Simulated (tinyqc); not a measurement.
# Thermal resistances of a two-die stack

Question. Heat leaves through the lower die only, and the system is linear. Find the resistance R1 from the lower die to the coolant, R2 between the dies, and the rise of the upper die when both are powered.

Values chosen for this exercise:
- P1 = 26 W (power of the lower die)
- P2 = 5.9 W (power of the upper die)

rises of the lower and upper die with only the lower one powered (K): [16.38, 16.38]
rises of the lower and upper die with only the upper one powered (K): [3.717, 4.602]

Solution. With only the lower die powered no heat crosses R2, so both dies rise by P1 R1; the difference in the second test is P2 R2; rises add.

R1 = 0.630 K/W
R2 = 0.150 K/W
rise of the upper die = 21.0 K

Numbers from tinyqc (`OMP_NUM_THREADS=1 python tinyqc.py 2162139 2162140 out.jsonl`; about 0.03 s on one thread of a shared Intel Xeon 2.30GHz).
